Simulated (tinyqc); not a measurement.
Potential step from the flux.

Inverse problem. On one interval J = (q mu Vt/hx) [nb B(d) - na B(-d)], B(d) = d/(exp(d) - 1), d = (psi_b - psi_a)/Vt. Find psi_b - psi_a, and the step at which J would vanish.

Parameters, values chosen for the exercise: temperature T = 325 K; electron mobility mu = 992 cm^2/(V s); density at the left node na = 5.9e13 cm^-3; density at the right node nb = 8.2e14 cm^-3; node spacing hx = 36 nm.

Constants: q = 1.602176634e-19 C, kB = 1.380649e-23 J/K, Vt = kB T/q. Results are converted to the units shown.

J = 3852.3797 A/cm^2

Answer. B(d) falls and B(-d) rises with d, so J falls steadily with the step and one value matches. J = 0 needs nb/na = exp(d), the Boltzmann ratio.

psi_b - psi_a = -0.104 V
step for J = 0 = 0.0737 V

tinyqc, about 0.01 s, one thread, Intel Xeon 2.30GHz (shared host): `OMP_NUM_THREADS=1 python tinyqc.py 2220129 2220130 out.jsonl`
